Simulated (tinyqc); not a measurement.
Inside a calculation: polar nitride quantum well with polarisation fields. Values are carried at full precision from step to step, so a last printed digit may differ when a step is redone from the rounded ones.

Growth along [0001]. e_par = (a_sub - a)/a, Ppz = 2 e_par (e31 - e33 C13/C33), P = Psp + Ppz in each layer; strain relaxation and the strain shift of the gaps are left out, although thick layers with more than about 1 % mismatch would relax.

Constants: hbar^2/2m0 = 3.80998211 eV angstrom^2; hc = 1239.841984 eV nm.

Inputs chosen for the exercise (near those of a GaN well in AlN; not measured data):
- a_w = 3.189 angstrom (lattice constant a, well)
- a_b = 3.112 angstrom (lattice constant a, barrier)
- a_sub = 3.189 angstrom (in-plane lattice constant of the stack)
- Psp_w = -0.0346 C/m^2 (spontaneous polarisation)
- Psp_b = -0.093 C/m^2 (spontaneous polarisation)
- e31_w = -0.338 C/m^2
- e31_b = -0.509 C/m^2
- e33_w = 0.646 C/m^2
- e33_b = 1.558 C/m^2
- C_w = 0.267 (C13/C33)
- C_b = 0.298 (C13/C33)
- Lw = 43 angstrom (well width)
- Lb = 85 angstrom (barrier width)
- eps_w = 10.2 (dielectric constant)
- eps_b = 10.3 (dielectric constant)
- Eg = 3.44 eV (gap of the well)
- Vc = 1.85 eV (conduction offset)
- Vv = 0.87 eV (valence offset)
- me = 0.2 m0 (electron, well)
- meb = 0.32 m0 (electron, barrier)
- mh = 1.46 m0 (hole, everywhere)

## Strain and polarisation

Give strain and polarisation of well and barrier; the bound sheet charge is |P_w - P_b|/e with e = 1.602176634e-19 C.

Layers:

| layer | e_par | Ppz (C/m^2) | P (C/m^2) |
|---|---|---|---|
| well | 0.00000 | 0.00000 | -0.03460 |
| barrier | 0.02474 | -0.04816 | -0.14116 |

sheet charge = 6.651 x 1e13/cm^2

Of P_w - P_b = +0.1066 C/m^2 the piezoelectric part gives +0.0482 and the spontaneous part +0.0584.

## Built-in fields

In a periodic stack without free charge the potential drop over a period vanishes: F_w = (P_b - P_w) Lb/(eps0 (eps_w Lb + eps_b Lw)), F_b = -F_w Lw/Lb, eps0 = 8.8541878e-12 F/m; 1 MV/cm = 1e8 V/m = 0.01 V/angstrom.

Give both fields and the drop |F_w| Lw across the well.

F_w = -7.810 MV/cm
F_b = 3.951 MV/cm
drop = 3.358 eV

## Levels with and without the field

Envelope functions on cells of 0.25 angstrom over barrier, well, barrier (widths Lb, Lw, Lb), psi = 0 beyond, psi'/m continuous (mean mass between points), c = hbar^2/2m0. With u(z) the integral of e F (F_w in the well, F_b = -F_w Lw/Lb in the barriers, 1 MV/cm = 0.01 V/angstrom), zero at the centre of the well, the electron sees u plus Vc in the barriers and the hole -u plus Vv. The transition is Eg + E_e + E_h; excitons are left out.

Ground states of electron and hole, their centres, the squared overlap, the transition and its wavelength hc/E.

Results:

| case | E_e (eV) | E_h (eV) | <z>_e | <z>_h | overlap^2 | E (eV) | nm |
|---|---|---|---|---|---|---|---|
| no field | 0.0720 | 0.0119 | 0.0 | 0.0 | 0.992 | 3.5239 | 351.8 |
| built-in field | -0.8453 | -1.2351 | 15.8 | -18.5 | 1.22e-06 | 1.3596 | 911.9 |

The field shifts the line by -2164 meV, below the gap of the well material, pulls the carriers 34.3 angstrom apart and, with the rate proportional to overlap^2, lengthens the radiative lifetime by a factor 8.15e+05.

## Estimate from two triangular wells

For a strong field: E = Eg - |e F_w| Lw + a0 (c (e F_w)^2)^(1/3) (me^(-1/3) + mh^(-1/3)), a0 = 2.338107, hard walls, c = hbar^2/2m0, 1 MV/cm = 0.01 V/angstrom.

electron term = 1.1409 eV
hole term = 0.5881 eV
E = 1.8108 eV

Both terms lie below the drop across the well, but the estimate also takes the near wall as infinitely high. Against the grid result 1.3596 eV the estimate errs by +451 meV: +307 from the electron and +144 from the hole, since hard walls stand in for offsets of 1.85 and 0.87 eV into which the carriers leak.

## Checks

- Electron level without field against the matching condition of the square well, eV: both 0.072.

(tinyqc, `OMP_NUM_THREADS=1 python tinyqc.py 1280726 1280727 out.jsonl`, Intel(R) Xeon(R) Processor @ 2.30GHz, 1 thread, shared host, about 0.08 s.)
